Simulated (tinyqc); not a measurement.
## Delay unit and parasitic delay from two ring oscillators

Problem. A ring of 31 inverters oscillates at 1/(2 x 31 d), with stage delay d = tau (h + p) for fan-out h. Find tau, p and the delay at fan-out 4.

frequencies of 31-stage ring oscillators with fan-out 1 and 4 (GHz): 5.6593096  2.1944262

Solution. d is a straight line in h with slope tau and intercept tau p.

tau = 1.500 ps
p = 0.9000
delay at fan-out 4 = 7.350 ps

Program tinyqc, `OMP_NUM_THREADS=1 python tinyqc.py 2082094 2082095 out.jsonl`; Intel Xeon 2.30GHz, shared host, one thread, about 0.01 s.
